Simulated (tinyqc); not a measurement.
Double-gate transistor below threshold, two-dimensional Poisson equation on a small mesh: one step of the calculation.

Half of a symmetric double-gate structure: row 0 is the mid-plane of the body, where the normal field vanishes. Mobile charge is neglected (subthreshold), the body is fully depleted, and potentials are counted from the intrinsic level; rows run upward to the gate, columns from source to drain.

Question. Coefficients of the five-point equations. Mesh: rows i = 0..1 in the semiconductor (step hs = tb/1, row 1 on the interface), then 1 step(s) ho = tox/1 up to the gate row 2; columns j = 0..4 (step hy = L/4). Box integration, divided by eps0: up_i = eps hy/h of the interval above row i, dn_i = that of the interval below (0 for row 0), lat_i = (sum of eps h/2 over the intervals above and below)/hy, s_i = -q Na w_i hy/eps0 with w_i the semiconductor height of the box (hs/2 for row 0 and the interface row, hs between, 0 in the insulator). Each free node obeys (up + dn + 2 lat) psi = up psi(above) + dn psi(below) + lat [psi(left) + psi(right)] + s.

Parameters, values chosen for the exercise; semiconductor permittivity close to that of silicon:
```
symbol  value   unit                                     meaning
eps_r    11.7         relative permittivity of the semiconductor
eox         9             relative permittivity of the insulator
tb          5     nm                     half the body thickness
tox       3.9     nm                         insulator thickness
L          50     nm                              channel length
Na          0  cm^-3       acceptor density of the depleted body
```

Constants: q = 1.602176634e-19 C, eps0 = 8.8541878128e-14 F/cm where lengths are in cm. Results are converted to the units shown.

Give: up; dn; lat; s.

Answer.

```
row	up	dn	lat	s (V)
0	29.25	0	2.340	0
1	28.85	29.25	3.744	0
```

Program tinyqc, `OMP_NUM_THREADS=1 python tinyqc.py 2480032 2480033 out.jsonl`; Intel Xeon 2.30GHz, shared host, one thread, about 0.09 s.
